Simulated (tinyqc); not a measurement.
Shortcuts against the integral: sheet resistance and Hall data of a diffused or implanted layer. Computed by tinyqc, a small Python program. Command: `OMP_NUM_THREADS=1 python tinyqc.py 3031302 3031303 out.jsonl layer walk`. One thread of a shared host (Intel(R) Xeon(R) Processor @ 2.30GHz), about 0.01 s of CPU time with the checks.

Carriers are taken equal to the net active doping down to the junction (full ionisation, which deep dopants in wide-gap hosts do not reach; no spill-over, no depletion), and the Hall factor is 1.

Inputs (values chosen for the exercise, modelled on nitrogen in 4H-SiC):
```
quantity,value,unit
mu_min,40.3,cm^2/(V s)
mu_max,958,cm^2/(V s)
N_ref,1.9e+17,1/cm^3
exponent alpha,0.62,-
peak concentration N_0,6.4e+19,1/cm^3
length scale l,17,nm
background doping N_B (opposite type),1.7e+16,1/cm^3
```

Profile: box. Activation: complete.

Constants: e = 1.602176634e-19 C.

Method:
- N(x) = N_0 down to x_j = l, dose N_0 l.
- Mobility mu = mu_min + (mu_max - mu_min)/(1 + (N_t/N_ref)^alpha), N_t = active doping + N_B; carriers n = active doping - N_B, all dopants active.
- Integrals from x_0 (0 unless stated) to x_j by the midpoint rule on 400 even intervals: 1/R_s = e int n mu dx; sheet density n_s = int n dx; Hall sheet density (int n mu dx)^2/int n mu^2 dx; Hall mobility int n mu^2 dx/int n mu dx.
- Mean conductivity 1/(R_s x_j); mean mobility 1/(e n_s R_s).
- Shortcuts: R_s = 1/(e Q mu) with the dose Q and the mobility at the (active) peak concentration; 1/(e n_s mu) with mu at N_t = n_s/x_j + N_B; 1/(e Q mu_max).

sheet resistance R_s = 889.492 ohm

dose = 1.08800e+14 1/cm^2

sheet density n_s = 1.08771e+14 1/cm^2

junction depth x_j = 17 nm

Sheet resistances:
```
method,R_s (ohm),deviation (%)
integral,889.49,0.000
"dose, mobility at the peak",889.26,-0.027
"n_s, mobility at the mean concentration",889.44,-0.006
"dose, mu_max",59.88,-93.268
```

What does the comparison show, and why?

The closest shortcut is «n_s, mobility at the mean concentration» (0.0 %). 

Extremes, crossings and ranges named in words are read from the listed rows.
